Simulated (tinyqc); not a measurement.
# Transistor under a ferroelectric capacitor (negative capacitance), static model: effect of the ferroelectric thickness

A ferroelectric film of thickness tf lies between the gate and an inner metal at potential v, which drives an ordinary transistor. One domain, P = Q (background permittivity neglected): Vg = v + tf (2 al Q + 4 be Q^3), al = -3 sqrt(3) Ec/(4 Pr), be = 3 sqrt(3) Ec/(8 Pr^3). Gate charge Q(v) = Qi + Cp v with the channel charge Qi = Cox n Vt ln(1 + exp((v - VT)/(n Vt))). Q in uC/cm^2, E in kV/cm; 1 nm times 1 kV/cm is 1e-4 V. Domains, leakage and the switching time are left out.

C = dQ/dv = Cox/(1 + exp(-(v - VT)/(n Vt))) + Cp; dVg/dv = 1 + C tf (2 al + 12 be Q^2); gain = dv/dVg. The largest gain is taken over -0.3 V < v < 2.5 V, tc is the thickness at which dVg/dv first touches zero, the swing is n Vt ln 10 (1 + 2 al tf Cp), v solves Vg(v) = Vg, and the last column compares Qi(v) with Qi(Vg) of the transistor without the film.

Inputs (values chosen for the exercise); Pr and Ec close to those of hafnium oxide based films: temperature T = 325 K; remanent polarisation Pr = 22 uC/cm^2; coercive field Ec = 600 kV/cm; capacitance of the inner oxide Cox = 3.2 uF/cm^2; overlap capacitance per gate area Cp = 0.96 uF/cm^2; threshold of the inner transistor VT = 0.41 V; subthreshold factor of the inner transistor n = 1.06; gate voltage Vg = 0.21 V.

Constants: q = 1.602176634e-19 C, kB = 1.380649e-23 J/K, Vt = kB T/q. Results are converted to the units shown.

Results:
```
tf (nm)  tc (nm)  largest gain  swing (mV/decade)  v at Vg (V)  Qi with/without film
3.4        34.26         1.110              66.78       0.2150                 1.182
4.7        34.26         1.159              66.17       0.2169                 1.263
6.4        34.26         1.230              65.38       0.2196                 1.380
8.7        34.26         1.340              64.31       0.2232                 1.560
12         34.26         1.539              62.78       0.2287                 1.875
22         34.26         2.794              58.13       0.2470                 3.475
30         34.26         8.037              54.41       0.2640                 6.150
```

Estimate the missing row, tf = 16 nm.

Computed row:
```
tf (nm)  tc (nm)  largest gain  swing (mV/decade)  v at Vg (V)  Qi with/without film
16         34.26         1.876              60.92       0.2357                 2.373
```

With this row back in the table: As tf goes from 3.4 to 30 nm, the largest gain rises from 1.11 to 8.04, the swing falls from 66.8 to 54.4 mV a decade and tc stays at 34.3 nm. The gain grows as 1/(1 - tf/tc), the swing falls only linearly, because below threshold the film works against the small Cp. At tf = 41 nm tf is within 2 % of tc or beyond it, so those rows are left out. At tf = 30 nm the gain relies on a single-domain state close to the fold, which domains would spoil.

Numbers from tinyqc (`OMP_NUM_THREADS=1 python tinyqc.py 2860020 2860021 out.jsonl`; about 0.02 s on one thread of a shared Intel Xeon 2.30GHz).
